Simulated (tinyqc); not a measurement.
Changing the lifetime tau: Haynes-Shockley experiment: drift, diffusion and decay of a minority-carrier pulse. Computed by tinyqc, a small Python program. Command: `OMP_NUM_THREADS=1 python tinyqc.py 3111451 3111452 out.jsonl haynes sweep`. One thread of a shared host (Intel(R) Xeon(R) Processor @ 2.30GHz), about 0.01 s of CPU time with the checks.

A thin sheet of excess carriers is made at x = 0, t = 0 in a long uniform bar; injection is low, so the pulse moves with the minority mobility.

Inputs (values chosen for the exercise, modelled on electrons in p-type germanium in a lightly doped bar): minority mobility mu = 3510 cm^2/(V s); temperature T = 250 K; field F = 23 V/cm; distance d to the collector = 1.2 cm; injected sheet density N0 = 3.8e+10 1/cm^2.

Constants: k_B = 8.617333262e-05 eV/K.

Method:
- D = mu k_B T/e, v = mu F.
- Transit time d/v, diffusion length sqrt(D tau), drift length v tau, Peclet number v d/D = e F d/(k_B T).
- dn(x, t) = N0/sqrt(4 pi D t) exp(-(x - v t)^2/(4 D t) - t/tau).
- At fixed x the signal peaks where d ln(dn)/dt = 0: a t^2 + t/2 - x^2/(4 D) = 0 with a = v^2/(4 D) + 1/tau.
- The full width at half maximum is found by solving dn(x, t) = peak/2 on both sides of the peak.
- With w the full width at half maximum: mu = d/(F t_p); D = (w d)^2/(16 ln2 t_p^3); Einstein ratio D/mu against k_B T/e.

One run for each value:
```
lifetime tau (microsecond)  peak density (1/cm^3)  time of the peak t_p (microsecond)  error of mu (%)  error of D (%)
12                                     9.2867e+10                              14.824          0.27127         0.13200
24                                     1.7228e+11                              14.838          0.17473         0.13213
48                                     2.3471e+11                              14.846          0.12642         0.13219
95                                     2.7352e+11                              14.849          0.10251         0.13223
190                                    2.9576e+11                              14.851          0.09030         0.13224
370                                    3.0722e+11                              14.852          0.08436         0.13225
740                                    3.1345e+11                              14.852          0.08122         0.13225
1500                                   3.1665e+11                              14.853          0.07963         0.13226
```

Over the rows, peak density (1/cm^3) rises from 9.29e10 to 3.17e11 (exponent d ln y / d ln x 0.89 between the first rows and 0.014 between the last); time of the peak t_p (microsecond) rises from 14.824 to 14.853; error of mu (%) falls from 0.271 to 0.0796 (exponent d ln y / d ln x -0.63 between the first rows and -0.028 between the last). With a long lifetime the error of mu tends to the part from spreading alone; in the last row it is 0.0796 %.

Extremes, crossings and ranges named in words are read from the listed rows.
